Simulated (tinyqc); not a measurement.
Equilibrium and kinetic segregation of a solute to boundaries and growing surfaces. Changing the total solute fraction x0. Computed by tinyqc, a small Python program. Command: `OMP_NUM_THREADS=1 python tinyqc.py 3002073 3002074 out.jsonl segreg sweep`. One thread of a shared host (Intel(R) Xeon(R) Processor @ 2.30GHz), about 0.01 s of CPU time with the checks.

Inputs (values chosen for the exercise, for a model alloy): segregation energy Q = 0.445 eV; interaction z w (positive attracts) = 0.032 eV; temperature T = 1025 K; grain size d = 48 nm; boundary thickness delta = 0.74 nm; atomic volume Omega = 14.3 angstrom^3; clean boundary energy gamma_0 = 0.96 J/m^2; mixing = 0.5.

Isotherm: Fowler-Guggenheim.

Constants: k_B = 8.617333262e-05 eV/K; 1 eV/angstrom^2 = 16.02176634 J/m^2.

Method:
- With theta the solute fraction on boundary sites and x that in the grains, theta/(1 - theta) = [x/(1 - x)] exp[(Q + z w theta)/(k_B T)].
- The coverage theta_inf is that for x = x0. Start at theta = 0; theta(new) = theta + mixing (theta(out) - theta); stop below 1e-10, 80 steps at most.
- Finite grains: boundary sites are the fraction f = 3 delta/d, and x0 = (1 - f) x + f theta; solve both equations for theta; share at boundaries = f theta/x0.
- Gibbs adsorption for this isotherm in a dilute matrix: gamma = gamma_0 + Gam_0 [k_B T ln(1 - theta) + z w theta^2/2], Gam_0 = delta/Omega sites per area.

One run for each value; columns: (1) total solute fraction x0; (2) coverage theta_inf; (3) coverage theta; (4) fraction x left in the grains; (5) boundary energy gamma (J/m^2):
```
(1)              (2)         (3)         (4)       (5)
1.00e-05  1.5402e-03  1.9070e-04  1.2371e-06   0.95986
2.90e-05  4.4583e-03  5.5303e-04  3.5884e-06   0.95959
8.40e-05  1.2845e-02  1.6018e-03  1.0400e-05   0.95883
2.40e-04  3.6142e-02  4.5754e-03  2.9764e-05   0.95664
7.10e-04  1.0206e-01  1.3526e-02  8.8497e-05   0.95005
2.10e-03  2.6301e-01  3.9924e-02  2.6579e-04   0.93037
5.90e-03  5.2535e-01  1.1146e-01  7.8088e-04   0.87510
1.70e-02  7.7956e-01  3.1325e-01  2.6342e-03   0.69782
5.00e-02  9.1883e-01  7.6169e-01  1.5488e-02  -0.01331
```

Over the rows, coverage theta_inf rises from 0.00154 to 0.919 (exponent d ln y / d ln x 1.00 between the first rows and 0.15 between the last); coverage theta rises from 1.91e-4 to 0.762 (exponent d ln y / d ln x 1.00 between the first rows and 0.82 between the last); fraction x left in the grains rises from 1.24e-6 to 0.0155 (exponent d ln y / d ln x 1.0 between the first rows and 1.6 between the last). At the low end the exponent of coverage theta_inf is 1.00, close to 1: Henry's-law regime. At the low end the exponent of fraction x left in the grains is 1.00, close to 1: x in the grains is proportional to x0.

Caution (rows 0.0500): gamma nears or passes zero; a compound usually precipitates before that. Caution (rows 0.0500): so much solute in the grains may exceed the solubility and is no longer dilute. Caution (rows 0.0500): near saturation a single segregation energy is a poor picture.
